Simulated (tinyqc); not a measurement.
Inside a calculation: mean-field antiferromagnet of the Hubbard model on the square lattice. Values are carried at full precision from step to step, so a last printed digit may differ when a step is redone from the rounded ones.

e(k) = -2 t (cx + cy) - 4 t2 cx cy, ci = cos ki; one electron a site; Q = (pi, pi). <n_up - n_dn> = m cos(Q.R) gives Delta = U m/2 and bands E = e+ -/+ sqrt(e-^2 + Delta^2), e+- = (e(k) +- e(k + Q))/2 (the constant U/2 is dropped). Means run over the mesh k_i = 2 pi (j + 1/2)/N of the whole zone: mu from mean(f(E-) + f(E+)) = 1; m(out) = mean of Delta (f(E-) - f(E+))/sqrt(e-^2 + Delta^2); free energy per site F = -kT mean[ln(1 + exp(-(E- - mu)/kT)) + ln(1 + exp(-(E+ - mu)/kT))] + mu + U m^2/4. Order at T > 0 in two dimensions is an artefact of mean field.

Constants: kB = 8.617333262e-05 eV/K.

Values chosen for the exercise:

| symbol | value | unit | meaning |
|---|---|---|---|
| t | 0.89 | eV | nearest hopping |
| t2 | 0 | eV | second hopping |
| N | 6 |  | mesh |
| U | 9.57 | eV | on-site repulsion |
| m0 | 0.19 |  | starting staggered moment |
| T | 100 | K |  |

## Folded levels on the mesh

Collect the points with equal |e-| and e+.

Classes of points:

| \|e-\| (eV) | e+ (eV) | points |
|---|---|---|
| 0.0000 | 0.0000 | 12 |
| 1.5415 | 0.0000 | 16 |
| 3.0831 | 0.0000 | 8 |

## One mean-field step

From m = m0 form Delta, the two bands of each class and m(out).

Delta = 0.9092 eV

E-, E+ and Delta/sqrt(e-^2 + Delta^2) of each class:

| \|e-\| (eV) | E- (eV) | E+ (eV) | Delta/sqrt(e-^2 + Delta^2) |
|---|---|---|---|
| 0.0000 | -0.9092 | 0.9092 | 1.0000 |
| 1.5415 | -1.7897 | 1.7897 | 0.5080 |
| 3.0831 | -3.2143 | 3.2143 | 0.2828 |

m(out) = 0.6220

m(out) is above m0, so the next step starts from a larger moment.

## Self-consistency

Repeat with m = m(out) until |m(out) - m| < 1e-8; F(0) is the free energy at m = 0.

Iterations:

| step | m | Delta (eV) | m(out) | F (eV) |
|---|---|---|---|---|
| 1 | 0.190000 | 0.90915 | 0.621967 | -1.726371 |
| 2 | 0.621967 | 2.97611 | 0.882318 | -2.508391 |
| 3 | 0.882318 | 4.22189 | 0.930283 | -2.704060 |
| 4 | 0.930283 | 4.45141 | 0.935992 | -2.710233 |
| 5 | 0.935992 | 4.47872 | 0.936627 | -2.710320 |
| 6 | 0.936627 | 4.48176 | 0.936697 | -2.710321 |
| 7 | 0.936697 | 4.48210 | 0.936705 | -2.710321 |
| 8 | 0.936705 | 4.48213 | 0.936706 | -2.710321 |
| 9 | 0.936706 | 4.48214 | 0.936706 | -2.710321 |
| 10 | 0.936706 | 4.48214 | 0.936706 | -2.710321 |
| 11 | 0.936706 | 4.48214 | 0.936706 | -2.710321 |

m = 0.9367
Delta = 4.4821 eV
lowest E+ minus highest E- on the mesh = 8.9643 eV
F - F(0) = -1336.09 meV

Converged in 11 steps. The ordered state lies 1336.09 meV a site below the paramagnet and is an insulator on this mesh. A mesh of N = 48 gives m = 0.937 and F - F(0) = -1268.1 meV.

## Checks

- Energy gain at U = 400 t against the exchange limit -z t^2/U a site (z neighbours), counted from -U/4 (eV): both -0.00890.

Computed by tinyqc, a small Python program: `OMP_NUM_THREADS=1 python tinyqc.py 1681640 1681641 out.jsonl` (the numbers bound the seed that draws the inputs); one thread of a shared host (Intel(R) Xeon(R) Processor @ 2.30GHz), about 0.2 s for the whole set of steps.
